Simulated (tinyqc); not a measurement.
ESD clamp with bipolar snapback, compact model and design window: one step of the calculation.

The drain junction multiplies the current that enters it: Igen = (M - 1)(Ic + I0), M = 1/(1 - (Vj/BV)^n). The generated holes leave through the substrate resistance and the base of the parasitic npn: Igen = Vb/Rb + Ic/be, Ic = Is exp(Vb/Vt). Terminal current I = Ic + I0 + Igen and voltage V = Vj + I Ro, per width. Isothermal, constant gain.

Task. Base voltage at the failure current. I(Vb) = Ic (1 + 1/be) + I0 + Vb/Rb, I' = Ic (1 + 1/be)/Vt + 1/Rb; Newton steps on ln I: Vb(new) = Vb - ln(I/It2) I/I'. V follows from the introduction.

Values chosen for this exercise; values close to those of grounded-gate n-channel clamps: temperature T = 300 K; junction breakdown voltage BV = 6.7 V; exponent of the multiplication n = 3.3; current gain of the parasitic npn be = 5.5; saturation current Is = 4.1e-17 A/um; junction leakage I0 = 3.5e-11 A/um; substrate resistance Rb = 87000 ohm um; drain ballast and contact resistance Ro = 440 ohm um; failure current for 100 ns It2 = 11.4 mA/um.

Constants: q = 1.602176634e-19 C, kB = 1.380649e-23 J/K, Vt = kB T/q. Results are converted to the units shown.

Vb at the start = 0.7 V

Find: I; V; I'; Vb after iteration 1.

Result.

I = 0.03590 mA/um
V = 4.863 V
I' = 1.089 mS/um
Vb after iteration 1 = 0.8899 V

tinyqc, about 0.01 s, one thread, Intel Xeon 2.30GHz (shared host): `OMP_NUM_THREADS=1 python tinyqc.py 2670001 2670002 out.jsonl`
